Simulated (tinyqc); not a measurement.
## Thickness and doping from the maximum and minimum capacitance

Question. A MOS capacitor has Cmax = Cox = eps0 eox/tox and 1/Cmin = 1/Cox + Wm/(eps0 eps_r), with Wm = sqrt(4 eps0 eps_r Vt ln(N/ni)/(q N)) and N well above ni. Find tox, Wm and N.

Inputs (values chosen for the exercise); band and dielectric values close to those of silicon:

| symbol | value | unit | meaning |
|---|---|---|---|
| T | 300 | K | temperature |
| eps_r | 11.9 |  | relative permittivity |
| eox | 22.3 |  | relative permittivity of the gate insulator (close to hafnium oxide) |

Constants: q = 1.602176634e-19 C, kB = 1.380649e-23 J/K, Vt = kB T/q, eps0 = 8.8541878128e-14 F/cm where lengths are in cm. Results are converted to the units shown.

Cmax = 0.73129033 uF/cm^2
Cmin = 0.30127913 uF/cm^2
ni = 7.2925028e9 cm^-3

Answer. Cmax gives tox and the series difference Wm. N follows by iterating N = 4 eps0 eps_r Vt ln(N/ni)/(q Wm^2); ln(N/ni)/N falls steadily for N > e ni, so there is one root in that range.

tox = 27.0 nm
Wm = 20.6 nm
N = 3.20e18 cm^-3

Computed by the program tinyqc: `OMP_NUM_THREADS=1 python tinyqc.py 2060035 2060036 out.jsonl`, one thread of a shared Intel Xeon 2.30GHz, about 0.01 s for the whole run.
